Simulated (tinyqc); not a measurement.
One anharmonic mode: perturbation theory, self-consistent phonons and exact levels. Changing the quartic constant b. Computed by tinyqc, a small Python program. Command: `OMP_NUM_THREADS=1 python tinyqc.py 3015302 3015303 out.jsonl scp sweep`. One thread of a shared host (Intel(R) Xeon(R) Processor @ 2.30GHz), about 0.06 s of CPU time with the checks.

V(x) = k x^2/2 + b x^4 for one coordinate x of mass M. A constant K > 0 gives hbar Omega = sqrt((hbar^2/u) K/M) with K in eV/angstrom^2 and M in u.

Inputs (values chosen for the exercise, for a model mode):

| quantity | value | unit |
|---|---|---|
| mode mass M | 54.5 | u |
| harmonic constant k | -4.44 | eV/angstrom^2 |
| temperature T | 140 | K |
| mixing | 0.2 | - |

Shape: double well.

Constants: hbar^2/u = 4.18015928e-03 eV angstrom^2; k_B = 8.617333262e-05 eV/K.

Method:
- Self-consistent phonon, centred at x = 0: K = k + 12 b <x^2>, <x^2> = (hbar Omega/(2K)) coth(hbar Omega/(2 k_B T)).
- Start at K = |k|; K(new) = K + mixing x (K_out - K), but at least K/20; stop when |K_out - K| < 1e-9 |k| or after 90 steps.
- Its free energy is F = k_B T ln[2 sinh(hbar Omega/(2 k_B T))] + (k - K)<x^2>/2 + 3 b <x^2>^2, an upper bound to the exact one.
- Basis: oscillator states n of the constant |k|, with x = s (a + a+), s^2 = hbar Omega/(2|k|); H = hbar Omega (n + 1/2) + (k - |k|) x^2/2 + b x^4, with exact matrix elements of x^2 and x^4.
- Exact values use 120 basis states: F = -k_B T ln sum exp(-E_n/(k_B T)), and <x^2> is the Boltzmann mean.

One run for each value:

| quartic constant b (eV/angstrom^4) | self-consistent quantum (meV) | E_1 - E_0 (meV) | self-consistent <x^2> (angstrom^2) | exact <x^2> (angstrom^2) |
|---|---|---|---|---|
| 38 | 8.966 | 0.204 | 0.012035 | 0.024563 |
| 60 | 10.896 | 1.555 | 0.008317 | 0.014685 |
| 95 | 13.149 | 4.560 | 0.005872 | 0.009091 |
| 150 | 15.725 | 8.288 | 0.004258 | 0.005934 |
| 240 | 18.769 | 12.409 | 0.003136 | 0.004028 |
| 380 | 22.190 | 16.693 | 0.002381 | 0.002882 |
| 600 | 26.104 | 21.297 | 0.001851 | 0.002143 |
| 950 | 30.661 | 26.395 | 0.001465 | 0.001642 |
| 1500 | 35.931 | 32.056 | 0.001182 | 0.001294 |

Over the rows, self-consistent quantum (meV) rises from 8.97 to 35.9 (exponent d ln y / d ln x 0.43 between the first rows and 0.35 between the last); E_1 - E_0 (meV) rises from 0.204 to 32.1 (exponent d ln y / d ln x 4.4 between the first rows and 0.43 between the last); self-consistent <x^2> (angstrom^2) falls from 0.0120 to 0.00118 (exponent d ln y / d ln x -0.81 between the first rows and -0.47 between the last). The self-consistent quantum is 43.93 times E_1 - E_0 in the first row and 1.12 in the last; it follows from the curvature averaged over the spread of x, not from the lowest spacing alone. Small b means deep, distant wells, where E_1 - E_0 is a tunnelling splitting.

Extremes, crossings and ranges named in words are read from the listed rows.
